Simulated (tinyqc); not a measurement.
Force balance against energy balance: elastic strain and critical thickness of a cubic alloy layer A(1-x)B(x) on a thick substrate. Computed by tinyqc, a small Python program. Command: `OMP_NUM_THREADS=1 python tinyqc.py 3011071 3011072 out.jsonl misfit walk`. One thread of a shared host (Intel(R) Xeon(R) Processor @ 2.30GHz), about 0.01 s of CPU time with the checks.

Strain is positive in tension. The layer is coherent with the substrate unless said otherwise.

Inputs (values chosen for the exercise, for a model alloy):
```
quantity                        value      unit
fraction x of B                  0.76         -
lattice constant a_A            5.653  angstrom
lattice constant a_B            5.451  angstrom
substrate lattice constant a_S  5.651  angstrom
```

Growth plane: (111). Layer: buried under a thick cap. Misfit dislocation: edge.

C11, C12, C44 of A (GPa): 107.9  52.26  66.31

C11, C12, C44 of B (GPa): 128  56.19  65.04

Method:
- a = (1 - x) a_A + x a_B, the same rule for each C_ij; misfit f = (a_S - a)/a, the in-plane strain of the coherent layer.
- Voigt averages: G = (C11 - C12 + 3 C44)/5, B = (C11 + 2 C12)/3, nu = (3 B - 2 G)/(2 (3 B + G)); b = a/sqrt(2). Edge dislocation with b in the interface: cos alpha = 0, cos lambda = 1.
- Matthews-Blakeslee: h_c = A [ln(h_c/b) + 1], A = b (1 - nu cos^2 alpha)/(4 pi |f| (1 + nu) cos lambda), the factor 4 pi being that of a buried layer, with a dislocation at both interfaces.
- People-Bean: h_c = P ln(h_c/b), P = (1 - nu)/(1 + nu) b^2/(16 pi sqrt(2) a f^2). The misfit is scaled by 0.25, 0.4, 0.6, 1, 1.5, 2.2 at fixed a, b and nu; the upper root is taken, and rows with A < 1.3 b or P < 3 b, where the roots shrink to the core size or vanish, are left out.

misfit f = 0.0275517

prefactor A = 0.917957 nm

Poisson ratio nu = 0.223562

Burgers vector b = 0.388872 nm

free lattice constant a = 5.49948 angstrom

Critical thickness:
```
|f| (%)  Matthews-Blakeslee (nm)  People-Bean (nm)   ratio
0.6888                    17.689            352.28  19.916
1.1021                     9.669            114.98  11.891
1.6531                     5.615             42.07   7.493
2.7552                     2.695             10.73   3.980
4.1328                     1.393              2.88   2.065
```

The exponents d ln h_c/d ln f are -1.29 and -2.38 between the first rows, steeper than the -1 and -2 of the prefactors because of the logarithm. The ratio falls from 19.9 to 2.06 as the misfit grows. Where People-Bean lies above, a layer between the lines is metastable: dislocations would lower the energy but have to be nucleated. People-Bean has no form for a buried layer. Above about 2 % misfit islands may come first.
